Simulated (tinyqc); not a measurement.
# Worked calculation: one electron in a tunnel-coupled double dot: charge qubit, sensing and quantum capacitance

tinyqc, about 0.01 s, one thread, Intel Xeon 2.30GHz (shared host): `OMP_NUM_THREADS=1 python tinyqc.py 2470026 2470027 out.jsonl` Printed values are rounded.

Basis (left, right), H = [[ep/2, tc], [tc, -ep/2]], splitting Om = sqrt(ep^2 + 4 tc^2), ep = al times the gate voltage. In equilibrium the electron is on the right with the chance P_R = [1 + (ep/Om) tanh(Om/2 kB T)]/2.

Values chosen for this exercise: tunnel coupling tc = 8.9 ueV; electron temperature T = 0.073 K; lever arm of the gate on the detuning al = 0.6 eV/V; parasitic capacitance of the resonator Cp = 0.83 pF; resonator frequency f0 = 172 MHz; loaded quality factor Q = 28; deviation of quasi-static detuning noise se = 2.2 ueV; detuning ep = -25.9 ueV.

Constants: q = 1.602176634e-19 C, kB = 1.380649e-23 J/K, hbar = 1.054571817e-34 J s, h = 6.62607015e-34 J s, Vt = kB T/q. Results are converted to the units shown.

## Splitting and occupation

Also the frequency Om/h, the mixing angle arctan2(2 tc, ep) and the weight of the right dot in the ground state, (1 + ep/Om)/2.

Om = 31.4269 ueV
Om/h = 7.59899 GHz
mixing angle = 145.501 degree
ground-state weight = 0.0879326
kB T = 6.29065 ueV
P_R = 0.0934714

## Capacitance seen by a resonator

q^2 al^2 dP_R/d(ep) splits into Cq = q^2 al^2 (2 tc^2/Om^3) tanh(Om/2 kB T) and Ct = q^2 al^2 (ep/Om)^2/(4 kB T cosh^2(Om/2 kB T)); Ct appears only if relaxation is faster than the drive. A resonator of frequency f0, capacitance Cp and quality factor Q shifts by df = -f0 Cq/(2 Cp) and its phase by -2 Q Cq/Cp.

Cq = 290.430 aF
Ct = 41.5723 aF
df = -30.0927 kHz
phase shift = -1122.73 millidegree

## Dephasing by charge noise

Noise in ep shifts Om by (ep/Om) d + (2 tc^2/Om^3) d^2. For Gaussian d of deviation se the spread of Om is sqrt[(ep se/Om)^2 + 2 (2 tc^2 se^2/Om^3)^2], and T2* is estimated as sqrt(2) hbar/spread; Om T2*/h counts the oscillations within T2*.

first-order spread = 1.81310 ueV
second-order spread = 0.0349354 ueV
T2* = 0.513309 ns
oscillations within T2* = 3.90063

At ep = 0 the first-order term vanishes and T2* would be 4.84 ns.
